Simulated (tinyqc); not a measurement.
Vertical double-diffused power MOSFET, components of the on-resistance: one step of the calculation.

Stripe cells of pitch Wp + a, two channels a cell. Current flows through the channels, spreads in the accumulation layer, passes the gap between the p bodies and spreads at 45 degrees into the drift layer below them. Low drain voltage, full ionisation.

Question. Drift layer. Triangular field at breakdown with Ec = Kc N^(1/8): BV = eps0 eps_r Ec^2/(2 q N), so N = (eps0 eps_r Kc^2/(2 q BV))^(4/3); W = 2 BV/Ec; mu = mud (T/300 K)^(-bt); rho = 1/(q mu N); ideal resistance rho W.

Values chosen for this exercise; bulk values close to those of silicon:
- T = 450 K (temperature)
- eps_r = 12 (relative permittivity)
- Kc = 4100 V/cm per (cm^-3)^(1/8) (critical-field constant)
- BV = 30 V (rated breakdown voltage of the drift layer)
- mud = 1230 cm^2/(V s) (drift mobility at 300 K)
- bt = 2.3 (temperature exponent of the drift mobility)

Constants: q = 1.602176634e-19 C, eps0 = 8.8541878128e-14 F/cm where lengths are in cm. Results are converted to the units shown.

Give: N; Ec; W; mu; rho; ideal resistance.

Answer.

N = 2.284e16 cm^-3
Ec = 0.4546 MV/cm
W = 1.320 um
mu = 484.1 cm^2/(V s)
rho = 0.5645 ohm cm
ideal resistance = 0.07451 mohm cm^2

Numbers from tinyqc (`OMP_NUM_THREADS=1 python tinyqc.py 2230066 2230067 out.jsonl`; about 0.01 s on one thread of a shared Intel Xeon 2.30GHz).
